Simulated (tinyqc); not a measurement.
Tersoff bond-order potential: one step, computed by the program tinyqc.

E = (1/2) sum_(i, j != i) [A exp(-lambda r_ij) - b_ij B exp(-mu r_ij)], b_ij = (1 + (beta zeta_ij)^n)^(-1/(2n)), zeta_ij = sum_(k != i, j) g(theta_ijk), g = 1 + c^2/d^2 - c^2/(d^2 + (h - cos theta)^2), with theta at atom i. Only nearest neighbours count (cut-off function 1 for them, 0 beyond).

Task: An open trimer. Atom 1 binds atoms 2 and 3, which do not interact. b_12 = b_13 follow from zeta = g(theta); b_21 = b_31 = 1. E = sum over the two bonds of A exp(-lambda r) - (b + 1)/2 B exp(-mu r).

Inputs (values chosen for the exercise, modelled on germanium):

| quantity | value | unit |
|---|---|---|
| A | 1776.4 | eV |
| B | 415.93 | eV |
| lambda | 2.4451 | 1/angstrom |
| mu | 1.7047 | 1/angstrom |
| beta | 8.87e-07 | - |
| n | 0.7557 | - |
| c | 103900 | - |
| d | 15.71 | - |
| h | -0.4482 | - |
| bond length r_12 | 2.51 | angstrom |
| bond length r_13 | 2.54 | angstrom |
| angle theta at atom 1 | 120 | degrees |

Give: g(theta); bond order b_12; repulsive terms; attractive terms B exp(-mu r); energy of the trimer.

Result:

g(theta) = 477

bond order b_12 = 0.998

repulsive terms (eV): 3.84  3.57

attractive terms B exp(-mu r) (eV): 5.76  5.48

energy of the trimer = -3.83 eV

g is least (g = 1) at cos theta = h, 116.6 degrees, wider than the tetrahedral 109.47.
